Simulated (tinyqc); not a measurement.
From one set of inputs to another, one input at a time: speciation in dilute and buffered hydrofluoric acid, oxide etch rate and bath loading. Computed by tinyqc, a small Python program. Command: `OMP_NUM_THREADS=1 python tinyqc.py 3121588 3121589 out.jsonl hfetch ladder`. One thread of a shared host (Intel(R) Xeon(R) Processor @ 2.30GHz), about 0.01 s of CPU time with the checks.

Concentrations stand for activities, NH4+ and Cl- are spectators, and water ionisation is neglected. H, F and HF2 denote the ions H+, F- and HF2-. The base temperature is 298 K.

The inputs printed are set A. Inputs not listed in the table keep their values of set A, so the rows need not describe a real material.

Inputs (values chosen for the exercise, of the order of those for thermal oxide at room temperature):
```
quantity                            value            unit
HF added                              2.4           mol/L
NH4F added                              0           mol/L
HCl added                               0           mol/L
K1 = [H][F]/[HF]                 0.000709           mol/L
K2 = [HF2]/([HF][F])                 4.49           L/mol
K3 = [H2F2]/[HF]^2                      0           L/mol
rate constant of neutral HF k_a        17  nm L/(min mol)
rate constant of HF2 k_b               56  nm L/(min mol)
activation energy                    0.42              eV
temperature error                    0.72               K
oxide removed per wafer                10              nm
```

Constants: k_B = 8.617333262e-05 eV/K.

Method:
- Fluoride balance: [HF] + [F] + 2 [HF2] + 2 [H2F2] = HF added + NH4F added. Acid balance: [H] + [HF] + [HF2] + 2 [H2F2] = HF added + HCl added. For a trial [H], [HF] = [H][F]/K1, and the fluoride balance is a quadratic in [F].
- The root is refined to 1e-13 in pH = -log10 [H].
- Rate = k_a ([HF] + 2 [H2F2]) + k_b [HF2], an empirical two-term form.
- Time = oxide/rate; a temperature error changes the rate by exp((E_a/k_B)(1/298 - 1/(298 + error))) - 1.

Each row keeps all changes above it:
```
input moved                                           from        to       pH  etch rate (nm/min)  [HF2] (mol/L)
set A                                                    -         -  0.89349              43.145        0.11583
HF added (mol/L)                                       2.4       2.3  0.91109              41.334        0.11078
rate constant of neutral HF k_a (nm L/(min mol))        17        12  0.91109              31.002        0.11078
K2 = [HF2]/([HF][F]) (L/mol)                          4.49      3.87  0.93702              30.738        0.10284
K1 = [H][F]/[HF] (mol/L)                          0.000709  0.000633  0.95949              30.582        0.09771
```

pH goes from 0.893 to 0.959, a factor 1.07 in all. The largest single move comes from K2 = [HF2]/([HF][F]) (a factor 1.028). Etch rate goes from 43.1 to 30.6, a factor 0.709 in all. The largest single move comes from rate constant of neutral HF k_a (a factor 0.750). [HF2] goes from 0.116 to 0.0977, a factor 0.844 in all. The largest single move comes from K2 = [HF2]/([HF][F]) (a factor 0.928). The single moves hold for this order of the switches; the total does not depend on the order.

Extremes, crossings and ranges named in words are read from the listed rows.
